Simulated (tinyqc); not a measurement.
# Implanted layer, carriers, mobility and sheet resistance: effects of single changes

A p-type layer from the surface x = 0 to the junction xj, N(x) = N0 exp(-(x - Rp)^2/(2 sg^2)). Local neutrality (no depletion at surface or junction, no spilling of carriers), intrinsic carriers neglected, full ionisation of active dopants.

Parameters, values chosen for the exercise; values close to those of boron in silicon over an n-type background:
- T = 400 K (temperature)
- Nb = 1.1e14 cm^-3 (background doping of the opposite type)
- N0 = 2e20 cm^-3 (peak chemical concentration)
- m1 = 43.7 cm^2/(V s) (mobility limit at high doping)
- m2 = 456 cm^2/(V s) (mobility limit at low doping, at 300 K)
- Nr = 2.23e17 cm^-3 (reference doping of the mobility law)
- am = 0.742 (exponent of the mobility law)
- bt = 1.8 (temperature exponent of m2)
- Ns = 1.92e20 cm^-3 (solubility limit of active dopant)
- sg = 11 nm (straggle after annealing)
- Rp = 11 nm (projected range)

Constants: q = 1.602176634e-19 C. Results are converted to the units shown.

Each table varies one quantity; the others keep the values above.

## Effect of the peak chemical concentration

xj = Rp + sg sqrt(2 ln(N0/Nb)). Active dopant A = min(N, Ns); p = A - Nb; mobility mu = m1 + (m2 (T/300 K)^(-bt) - m1)/(1 + ((A + Nb)/Nr)^am). Dose = integral of N, carrier sheet density = integral of p, 1/Rs = q integral of p mu, mean mobility 1/(q Rs sheet density), Hall mobility (unit Hall factor) = integral of p mu^2 over integral of p mu, Hall sheet density = (integral of p mu)^2/integral of p mu^2; all from 0 to xj. Integrals on 4000 steps.

Effect of the peak chemical concentration:
columns A: N0 (cm^-3); B: xj (nm); C: dose (cm^-2); D: carriers (cm^-2); E: Rs (ohm/square); F: mean mobility (cm^2/(V s)); G: Rs xj (ohm nm); H: Hall/true sheet density
```
A           B         C         D        E      F        G       H
2.7e17  54.46  6.263e11  6.257e11  6.100e4  163.5  3.322e6  0.9857
7.3e17  57.15  1.693e12  1.693e12  2.973e4  124.0  1.699e6  0.9706
2e18    59.72  4.640e12  4.639e12  1.469e4  91.58  8.774e5  0.9563
5.4e18  62.13  1.253e13  1.253e13     7098  70.20  4.410e5  0.9545
1.5e19  64.49  3.480e13  3.480e13     3128  57.34  2.017e5  0.9661
4e19    66.66  9.279e13  9.279e13     1327  50.67  8.849e4  0.9806
1.1e20  68.82  2.552e14  2.552e14    519.1  47.12  3.572e4  0.9910
2.9e20  70.82  6.728e14  5.476e14    249.3  45.72  1.765e4  0.9955
8e20    72.83  1.856e15  6.685e14    205.0  45.55  1.493e4  0.9966
```

As N0 goes from 2.7e17 to 8e20, xj rises from 54.5 to 72.8 nm, Rs falls from 61000 to 205 ohm/square, the mean mobility falls from 164 to 45.6 cm^2/(V s) and the share of the dose that conducts goes from 99.9 through a maximum of 100 (at N0 = 1.5e19 and 4e19 and 1.1e20 among the rows listed) to 36.0 %. Rs goes as dose^(-0.72) at the low end and dose^(-0.19) at the high end; constant mobility and activation would give -1. Above N0 = Ns = 1.92e20 cm^-3 added dopant only widens the clipped top.

## Effect of the straggle after annealing

Same model as above.

Integrals on 4000 steps.

Results:
columns A: sg (nm); B: xj (nm); C: dose (cm^-2); D: carriers (cm^-2); E: Rs (ohm/square); F: mean mobility (cm^2/(V s)); G: Rs xj (ohm nm); H: Hall/true sheet density
```
A        B         C         D      E      F        G       H
2.8  26.03  1.404e14  1.395e14  965.3  46.34  2.513e4  0.9920
4.1  33.01  2.048e14  2.035e14  663.5  46.22  2.190e4  0.9948
6.1  43.75  2.949e14  2.930e14  462.7  46.03  2.024e4  0.9953
9    59.32  4.012e14  3.985e14  340.9  45.95  2.022e4  0.9949
20   118.4  7.107e14  7.046e14  192.5  46.02  2.278e4  0.9937
30   172.1  9.672e14  9.580e14  141.3  46.10  2.432e4  0.9931
44   247.2  1.321e15  1.307e15  103.4  46.17  2.557e4  0.9926
```

Estimate the missing row, sg = 13 nm.

Computed row:
columns A: sg (nm); B: xj (nm); C: dose (cm^-2); D: carriers (cm^-2); E: Rs (ohm/square); F: mean mobility (cm^2/(V s)); G: Rs xj (ohm nm); H: Hall/true sheet density
```
A       B         C         D      E      F        G       H
13  80.80  5.222e14  5.183e14  262.1  45.96  2.117e4  0.9944
```

With this row back in the table: As sg goes from 2.8 to 44, xj rises from 26.0 to 247 nm, Rs falls from 965 to 103 ohm/square, the mean mobility goes from 46.3 through a minimum of 45.9 (at sg = 9 among the rows listed) to 46.2 cm^2/(V s) and the share of the dose that conducts stays near 99.2 %. The peak N0 is held, so the dose changes too. Rs goes as sg^(-0.81) over the table.

tinyqc, about 0.01 s, one thread, Intel Xeon 2.30GHz (shared host): `OMP_NUM_THREADS=1 python tinyqc.py 2110129 2110130 out.jsonl`
